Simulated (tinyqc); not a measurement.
Temperature and isotope dependence of a band gap in oscillator models: one step. Isotope effect. Three cases, with inputs chosen for the exercise.

Task: With M -> M + dM the oscillator temperatures scale as M^(-1/2) and the slopes stay. Give th, ZP, E0 (static gap fixed) and E(T) for the new mass, and the linear rule dE0 = ZP dM/(2 M).

E(T) = E0 - sum_i sl_i th_i n_i(T), n = 1/(exp(th/T) - 1). The same coupling lowers the gap at 0 K by the zero-point term ZP = sum_i sl_i th_i/2, so the gap of the static lattice is E0 + ZP. Thermal expansion is taken as part of the slopes.

Case 1.

Values chosen (near those of InP; not measured data): E0 = 1.429 eV (gap at 0 K); th = (111, 389) K (temperatures of two oscillators); sl = (0.0629, 0.3301) meV/K (their high-temperature slopes); T = 500 K (temperature); M = 72.86 u (mean atomic mass); dM = 1.78 u (change of the mean mass (not bounded by the natural isotopes)).

Case 2.

Values chosen (near those of InAs; not measured data): E0 = 0.418 eV (gap at 0 K); th = (48, 185) K (temperatures of two oscillators); sl = (0.0992, 0.1688) meV/K (their high-temperature slopes); T = 500 K (temperature); M = 94.77 u (mean atomic mass); dM = 3.34 u (change of the mean mass (not bounded by the natural isotopes)).

Case 3.

Values chosen (near those of Si; not measured data): E0 = 1.16 eV (gap at 0 K); th = (147, 564) K (temperatures of two oscillators); sl = (0.0689, 0.2591) meV/K (their high-temperature slopes); T = 300 K (temperature); M = 28.09 u (mean atomic mass); dM = 1.28 u (change of the mean mass (not bounded by the natural isotopes)).

Give: th; ZP; shift of E0; linear rule; shift of E(T).

Result:

Case 1.

th (K): 109.67  384.33

ZP = 66.883 meV
shift of E0 = 0.812 meV
linear rule = 0.827 meV
shift of E(T) = 0.198 meV

The heavier crystal has the wider gap. At 500 K 24 % of the shift at 0 K is left; it fades at high T, where the motion is classical and the mean-square amplitude no longer depends on mass.

Case 2.

th (K): 47.18  181.82

ZP = 17.686 meV
shift of E0 = 0.309 meV
linear rule = 0.317 meV
shift of E(T) = 0.034 meV

The heavier crystal has the wider gap. At 500 K 11 % of the shift at 0 K is left; it fades at high T, where the motion is classical and the mean-square amplitude no longer depends on mass.

Case 3.

th (K): 143.76  551.57

ZP = 76.409 meV
shift of E0 = 1.721 meV
linear rule = 1.780 meV
shift of E(T) = 0.913 meV

The heavier crystal has the wider gap. At 300 K 53 % of the shift at 0 K is left; it fades at high T, where the motion is classical and the mean-square amplitude no longer depends on mass.

Computed by tinyqc, one run a case: `OMP_NUM_THREADS=1 python tinyqc.py N N+1 out.jsonl` with N = 1850614, 1850642, 1850666; one thread of a shared Intel(R) Xeon(R) Processor @ 2.30GHz, about 0.01 s a run at most.
